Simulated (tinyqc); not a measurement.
Which mechanism rules? Model: leakage currents through a thin dielectric. Computed by tinyqc, a small Python program. Command: `OMP_NUM_THREADS=1 python tinyqc.py 3012879 3012880 out.jsonl leak walk`. One thread of a shared host (Intel(R) Xeon(R) Processor @ 2.30GHz), about 0.01 s of CPU time with the checks.

Electrons leave an electrode with Fermi energy E_F above its band bottom; barriers are counted from the Fermi level, and both electrodes are alike.

Inputs (values chosen for the exercise, modelled on SiO2):
```
quantity                           value  unit
barrier height phi_B                 3.1    eV
tunnelling mass m                   0.36   m_0
optical permittivity k_o            2.15     -
trap depth phi_t                     1.5    eV
Poole-Frenkel prefactor sigma_0  5.7e-06  S/cm
thickness t                          3.2    nm
electrode Fermi energy E_F           0.2    eV
electrode mass m_e                   0.5   m_0
voltage V                            2.3     V
temperature T                        300     K
```

Stack: single layer.

Constants: e = 1.602176634e-19 C; eps_0 = 8.8541878128e-12 F/m; k_B = 8.617333262e-05 eV/K; m_0 = 9.1093837015e-31 kg; k_B = 1.380649e-23 J/K; h = 6.62607015e-34 J s; hbar = 1.054571817e-34 J s.

Method:
- Field F = V/t; equivalent oxide thickness 3.9 t/k.
- WKB: a layer of mass m, field F and barrier b(x) = b_0 - e F x gives the exponent (4 sqrt(2 m)/(3 hbar e F)) [b_0^(3/2) - max(b_0 - e F t, 0)^(3/2)] for b_0 > 0; b_0 = barrier - (E - E_F); the transmission is D(E) = exp(-sum of exponents), without image force.
- Tsu-Esaki: J = (e m_e k_B T/(2 pi^2 hbar^3)) int D(E) ln[(1 + exp((E_F - E)/k_B T))/(1 + exp((E_F - eV - E)/k_B T))] dE over the normal energy E (its change with the mass at an interface is neglected) from max(0, E_F - 3 eV) to E_F + largest barrier, by 100 Gauss-Legendre points in each part, split at E_F - 0.3 eV (if inside the range) and E_F + 8 k_B T.
- Schottky emission J = A T^2 exp(-(phi_B - sqrt(e^3 F/(4 pi k_o eps_0)))/k_B T), A = 4 pi e m k_B^2/h^3 with the tunnelling mass; Poole-Frenkel J = sigma_0 F exp(-(phi_t - sqrt(e^3 F/(pi k_o eps_0)))/k_B T); both use the field F of the dielectric.

Current densities (A/cm^2):
```
V (V)  F (MV/cm)  tunnelling    Schottky  Poole-Frenkel
0.46      1.4375  2.9574e-07  5.3113e-41     1.3794e-14
0.80      2.5000  8.0660e-07  2.4365e-39     5.0484e-11
1.10      3.4375  2.0301e-06  3.7433e-38     1.6385e-08
1.60      5.0000  1.0395e-05  1.7144e-36     4.9991e-05
2.00      6.2500  4.2785e-05  2.4076e-35     1.2323e-02
2.30      7.1875  1.3448e-04  1.4732e-34     5.3067e-01
```

What follows from these numbers?

The largest current is tunnelling from 0.460 to 1.10, Poole-Frenkel from 1.60 to 2.30 V. Over the table tunnelling grows by 2.7 decades, Schottky by 6.4 and Poole-Frenkel by 13.6. A plot of ln(J/F) against sqrt(F) for the Poole-Frenkel column has the slope 20.02 per sqrt(MV/cm), from which k_o follows; reading it as Schottky emission would give about k_o/4.

Extremes, crossings and ranges named in words are read from the listed rows.
